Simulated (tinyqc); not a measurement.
Off-state leakage of single and stacked transistors: two steps of the calculation.

n-channel devices of unit width. Subthreshold current I(Vg, Vs, Vd) = I0 (T/300 K)^0.5 exp[(Vg - Vs - VT(T) - gb (Vs - Vb) + dd (Vd - Vs))/(nf Vt)] (1 - exp(-(Vd - Vs)/Vt)), VT(T) = VT - cT (T - 300 K). Gate-edge tunnelling Ig (Vd/1 V) exp(ag (Vd - 1 V)), for a gate at 0 V, and band-to-band leakage Ab u exp(-Bb/u), u = Vd - Vb + 1 V, flow at a drain held at V; both are taken as independent of T. In a stack of off transistors (all gates at 0 V) the same subthreshold current passes through each.

Inputs (values chosen for the exercise); values of the order met in bulk silicon logic transistors:
- T = 378 K (temperature)
- V = 1.1 V (supply voltage)
- VT = 0.34 V (threshold at 300 K, zero drain and body bias)
- cT = 0.9 mV/K (fall of the threshold with temperature)
- I0 = 0.18 uA/um (current at threshold at 300 K)
- nf = 1.29 (slope factor)
- dd = 0.11 (drain-induced lowering per volt)
- gb = 0.09 (rise of the threshold per volt of source-body bias)
- Ig = 5e-6 uA/um (gate-edge tunnelling current at 1 V)
- ag = 4.6 1/V (exponential slope of the gate current)
- Ab = 50 uA/(um V) (prefactor of band-to-band leakage at the drain)
- Bb = 26 V (its exponential voltage)
- Vb = 0 V (body voltage)

Constants: q = 1.602176634e-19 C, kB = 1.380649e-23 J/K, Vt = kB T/q. Results are converted to the units shown.

Task 1. Leakage of one transistor. Vg = Vs = 0, Vd = V; effective threshold VT(T) - gb Vb - dd V.

Find: effective threshold; parts; total; shares.

Result 1.

effective threshold = 0.1488 V
parts (nA/um): subthreshold 5.855, gate edge 0.008712, band-to-band 0.4408
total = 6.305 nA/um
shares (%): subthreshold 92.87, gate edge 0.1382, band-to-band 6.991

The subthreshold part is the largest.

Task 2. New Vx. Stack of two, Vx the node between them: I_low = I(0, 0, Vx), I_up = I(0, Vx, V), f = ln(I_up/I_low), f' = -(1 + gb + 2 dd)/(nf Vt) - 1/(Vt (exp(Vx/Vt) - 1)) - 1/(Vt (exp((V - Vx)/Vt) - 1)), Vx(new) = Vx - f/f'.

Vx at the start = 0.092 V

Wanted: I_low; I_up; f; f'; Vx after iteration 1.

Result 2.

I_low = 0.3935 nA/um
I_up = 0.4232 nA/um
f = 0.07260
f' = -33.11 1/V
Vx after iteration 1 = 0.09419 V

Program tinyqc, `OMP_NUM_THREADS=1 python tinyqc.py 2242118 2242119 out.jsonl`; Intel Xeon 2.30GHz, shared host, one thread, about 0.04 s.
